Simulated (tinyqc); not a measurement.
Worked calculation: Pariser-Parr-Pople SCF with singles CI, for the molecule C=CC=CC=C(N)C=C (SMILES; centres numbered as the heavy atoms are written). Computed by tinyqc, a small Python program that keeps every step. Settings: charge = 0, gamma = MN, start = huckel, damping = 0, iteration cap = 56, excitations kept = 6. Command: `OMP_NUM_THREADS=1 python tinyqc.py 21282 21283 out.jsonl` (the two numbers bound the seeds that draw the settings). One thread of a shared host (Intel(R) Xeon(R) Processor @ 2.60GHz), about 0.01 s of CPU time with the checks. Later iterations appear only in the table of the cycle.

## PPP integrals

Centres (angstrom, eV; a flat drawing with bonds scaled to 1.40 angstrom):
```
centre         x         y  core charge z         W  gamma_rr
1C      -4.47400  -0.21600              1  11.16000  11.13000
2C      -3.21300   0.39300              1  11.16000  11.13000
3C      -2.05500  -0.39400              1  11.16000  11.13000
4C      -0.79500   0.21500              1  11.16000  11.13000
5C       0.36300  -0.57300              1  11.16000  11.13000
6C       1.62400   0.03600              1  11.16000  11.13000
7N       1.72700   1.43200              2  25.60000  16.80000
8C       2.78100  -0.75100              1  11.16000  11.13000
9C       4.04200  -0.14200              1  11.16000  11.13000
```

Resonance integrals (eV):
```
i  j      beta
1  2  -2.22000
2  3  -2.22000
3  4  -2.22000
4  5  -2.22000
5  6  -2.22000
6  7  -2.08000
6  8  -2.22000
8  9  -2.22000
```

Mataga-Nishimoto: gamma = 14.399645/(R + a), a = 2 x 14.399645/(gamma_rr + gamma_ss); H_rr = -W_r - sum_(s != r) z_s gamma_rs; H_rs = beta for bonds.

repulsion gamma_rs (eV), lower triangle:
```
          1C        2C        3C        4C        5C        6C        7N        8C
1C  11.13000
2C   5.34483  11.13000
3C   3.87159   5.34530  11.13000
4C   2.88112   3.87263   5.34662  11.13000
5C   2.34372   2.88111   3.87255   5.34419  11.13000
6C   1.94669   2.34372   2.88119   3.87152   5.34483  11.13000
7N   1.93352   2.36867   2.75282   3.75832   4.16644   5.92354  16.80000
8C   1.68054   1.94696   2.34410   2.88111   3.87263   5.34694   4.16746  11.13000
9C   1.46784   1.68054   1.94696   2.34372   2.88112   3.87263   3.75917   5.34483

          9C
9C  11.13000
```

core matrix H (eV), lower triangle:
```
           1C         2C         3C         4C         5C         6C         7N         8C
1C  -34.56338
2C   -2.22000  -39.31244
3C    0.00000   -2.22000  -42.27396
4C    0.00000    0.00000   -2.22000  -45.21754
5C    0.00000    0.00000    0.00000   -2.22000  -46.03304
6C    0.00000    0.00000    0.00000    0.00000   -2.22000  -48.61460
7N    0.00000    0.00000    0.00000    0.00000    0.00000   -2.08000  -54.42995
8C    0.00000    0.00000    0.00000    0.00000    0.00000   -2.22000    0.00000  -42.91204
9C    0.00000    0.00000    0.00000    0.00000    0.00000    0.00000    0.00000   -2.22000

           9C
9C  -38.21599
```

## Starting guess

pi electrons, sum of z_r less the charge = 10

Orbitals of the Hueckel matrix of the beta values.

P at the start, lower triangle:
```
          1C        2C        3C        4C        5C       6C        7N       8C
1C   1.24160
2C   0.81596   1.00000
3C  -0.24160   0.54487   1.24160
4C  -0.27109   0.00000   0.65233   1.00000
5C   0.24160  -0.16363  -0.24160   0.65961   1.24160
6C   0.10746   0.00000  -0.15635   0.00000   0.51507  1.00000
7N  -0.25786   0.10068   0.25786  -0.24717  -0.25786  0.72976   1.27521
8C   0.00000   0.02041   0.00000  -0.06930   0.00000  0.40762   0.00000  1.00000
9C  -0.08705   0.00000   0.10746   0.00000  -0.17676  0.00000  -0.34785  0.91029

         9C
9C  1.00000
```

## Iteration 1: Fock matrix

F_rr = H_rr + P_rr gamma_rr / 2 + sum_(s != r) P_ss gamma_rs; F_rs = H_rs - P_rs gamma_rs / 2; E = tr P (H + F) / 2 + core repulsion sum_(r<s) z_r z_s gamma_rs.

F (eV), lower triangle:
```
          1C        2C        3C        4C        5C        6C         7N        8C
1C  -4.15032
2C  -4.40058  -4.03303
3C   0.46768  -3.67624  -4.37478
4C   0.39052   0.00000  -3.96387  -5.04006
5C  -0.28312   0.23572   0.46780  -3.98254  -5.76848
6C  -0.10459   0.00000   0.22524   0.00000  -3.59649  -7.43062
7N   0.24929  -0.11924  -0.35492   0.46448   0.53717  -4.24139  -12.74942
8C   0.00000  -0.01987   0.00000   0.09983   0.00000  -3.30975    0.00000  -6.70758
9C   0.06389   0.00000  -0.10461   0.00000   0.25463   0.00000    0.65382  -4.65268

          9C
9C  -6.79853
```

pi energy = -131.42699 eV

## Iteration 1: orbitals and new P

Diagonalise F (the basis is taken as orthonormal) and form P = 2 sum c c over the lowest orbitals.

orbital energies (eV): -15.69444  -12.16066  -11.19579  -9.51765  -7.09030  -3.46657  -1.03742  0.57241  2.53760

P after iteration 1, lower triangle:
```
          1C        2C        3C        4C        5C        6C        7N       8C
1C   1.00817
2C   0.87136   1.01609
3C  -0.02535   0.47729   0.99493
4C  -0.34093   0.01090   0.75212   1.04597
5C   0.04368  -0.10705  -0.07083   0.55143   1.06976
6C   0.24245   0.00268  -0.32304  -0.01214   0.70377   1.06037
7N  -0.18439   0.02062   0.23144  -0.07395  -0.31009   0.42036   1.78362
8C   0.02813   0.02306  -0.02603  -0.07343   0.01283   0.40054  -0.05315  0.98950
9C  -0.16825  -0.01101   0.20552   0.02787  -0.28471  -0.02508  -0.12960  0.91053

         9C
9C  1.03158
```

## Iteration 2: Fock matrix

As before.

F (eV), lower triangle:
```
          1C        2C        3C        4C        5C        6C        7N        8C
1C  -5.45934
2C  -4.54864  -5.44826
3C   0.04906  -3.49564  -5.37445
4C   0.49112  -0.02111  -4.23064  -5.44332
5C  -0.05118   0.15421   0.13714  -3.69347  -5.44374
6C  -0.23599  -0.00314   0.46536   0.02351  -4.10077  -5.88475
7N   0.17826  -0.02442  -0.31855   0.13897   0.64598  -3.32502  -9.68162
8C  -0.02364  -0.02245   0.03050   0.10578  -0.02484  -3.29084   0.11075  -5.62780
9C   0.12348   0.00925  -0.20007  -0.03266   0.41015   0.04857   0.24359  -4.65333

          9C
9C  -5.71708
```

pi energy = -133.50762 eV

## Iteration 2: orbitals and new P

As before.

orbital energies (eV): -13.14511  -11.92143  -10.34759  -10.07891  -7.62274  -2.63227  -0.81360  0.73545  1.74585

P after iteration 2, lower triangle:
```
          1C        2C        3C        4C        5C        6C        7N       8C
1C   1.03678
2C   0.89033   1.00150
3C  -0.04815   0.44567   1.04927
4C  -0.33846   0.00806   0.78371   1.00553
5C   0.06114  -0.08804  -0.08512   0.51029   1.10236
6C   0.20647  -0.00639  -0.30709   0.01328   0.72515   1.00430
7N  -0.15010   0.02276   0.20825  -0.08131  -0.31184   0.43504   1.78920
8C   0.01871   0.01796  -0.02367  -0.06293   0.02802   0.38433  -0.06109  0.99724
9C  -0.14087   0.00081   0.19222   0.00059  -0.29414  -0.00492  -0.11788  0.91792

         9C
9C  1.01380
```

## Convergence

Stop when output and input P, before any damping, agree to 1e-7.

Course of the cycle:
```
iteration        E (eV)  largest |P(out) - P(in)|
1          -131.4269934                  5.08e-01
2          -133.5076201                  5.61e-02
3          -133.5998143                  2.42e-02
4          -133.6158859                  1.24e-02
5          -133.6199042                  6.28e-03
6          -133.6209199                  3.17e-03
7          -133.6211778                  1.60e-03
8          -133.6212435                  8.07e-04
9          -133.6212603                  4.07e-04
10         -133.6212646                  2.06e-04
11         -133.6212657                  1.04e-04
12         -133.6212660                  5.26e-05
13         -133.6212661                  2.67e-05
14         -133.6212661                  1.35e-05
15         -133.6212661                  6.85e-06
16         -133.6212661                  3.48e-06
17         -133.6212661                  1.76e-06
18         -133.6212661                  8.96e-07
19         -133.6212661                  4.55e-07
20         -133.6212661                  2.31e-07
21         -133.6212661                  1.18e-07
22         -133.6212661                  5.97e-08
```

Converged in 22 iterations.

## Converged orbitals

Charges are z - P_rr.

orbital energies (eV): -13.25580  -11.83794  -10.47873  -10.02674  -7.73602  -2.52435  -0.83491  0.73047  1.72654

coefficients:
```
        MO1       MO2       MO3       MO4       MO5       MO6       MO7       MO8
1C  0.03750   0.32741   0.04395   0.48452  -0.41283   0.38037   0.43021  -0.34109
2C  0.07797   0.50687   0.04450   0.46319  -0.14319  -0.17938  -0.38141   0.46198
3C  0.14120   0.54314   0.00776  -0.03529   0.45496  -0.37755  -0.10217  -0.36069
4C  0.23312   0.43957  -0.01693  -0.42538   0.26931   0.32014   0.40264   0.11019
5C  0.37759   0.15841  -0.03799  -0.44408  -0.43330   0.27840  -0.32973   0.23569
6C  0.59910  -0.14217  -0.07006  -0.05143  -0.33755  -0.39399  -0.03404  -0.44472
7N  0.48082  -0.23479  -0.57765   0.36963   0.37811   0.24118   0.00141   0.16297
8C  0.37808  -0.17452   0.55639   0.10956   0.06639  -0.27025   0.44478   0.41651
9C  0.20641  -0.12949   0.58834   0.14150   0.28370   0.46278  -0.43494  -0.27317

         MO9
1C  -0.19538
2C   0.32999
3C  -0.44009
4C   0.47108
5C  -0.45183
6C   0.38107
7N  -0.12524
8C  -0.23720
9C   0.12656
```

pi charges: 1C -0.03143, 2C -0.00006, 3C -0.04647, 4C -0.00267, 5C -0.10814, 6C -0.00125, 7N 0.20082, 8C 0.00123, 9C -0.01204

## Singles CI, singlets

Over the 6 single excitations with the smallest orbital gaps: A = (e_a - e_i) delta + 2 (ia|jb) - (ij|ab), with (pq|rs) = sum c_mp c_mq gamma_mn c_nr c_ns. f = 2/3 w |mu|^2 in atomic units, mu = sqrt2 sum c_ia sum_m c_mi c_ma R_m.

singlet CI matrix (eV), lower triangle:
```
          5>6       5>7       4>6       3>6       5>8      4>7
5>6   3.13826
5>7   0.03066   4.32368
4>6  -0.15893  -0.30401   4.91519
3>6   0.10906  -0.24467   0.18158   5.19235
5>8   0.08250  -0.10170   0.23594  -0.14674   5.63285
4>7   0.20516  -0.30380  -0.06400  -0.08582  -0.13424  6.58281
```

singlet excitation energies (eV): 3.09748  4.12715  4.78551  5.40076  5.72343  6.65082

oscillator strengths: 1.56394  0.06217  0.30135  0.04741  0.05435  0.14149

## Singles CI, triplets

Over the 6 single excitations with the smallest orbital gaps: A = (e_a - e_i) delta - (ij|ab), with (pq|rs) = sum c_mp c_mq gamma_mn c_nr c_ns.

triplet CI matrix (eV), lower triangle:
```
          5>6      5>7       4>6      3>6       5>8      4>7
5>6   0.89201
5>7  -0.23880  2.90853
4>6  -0.22520  0.95131   3.46105
3>6  -0.04443  0.42850   0.03765  3.50639
5>8  -0.58553  0.18055  -0.48150  0.34226   4.25510
4>7   0.95131  0.14324  -0.75802  0.13382  -0.67141  4.99319
```

triplet excitation energies (eV): 0.60464  1.91892  3.05466  4.11069  4.55176  5.77560
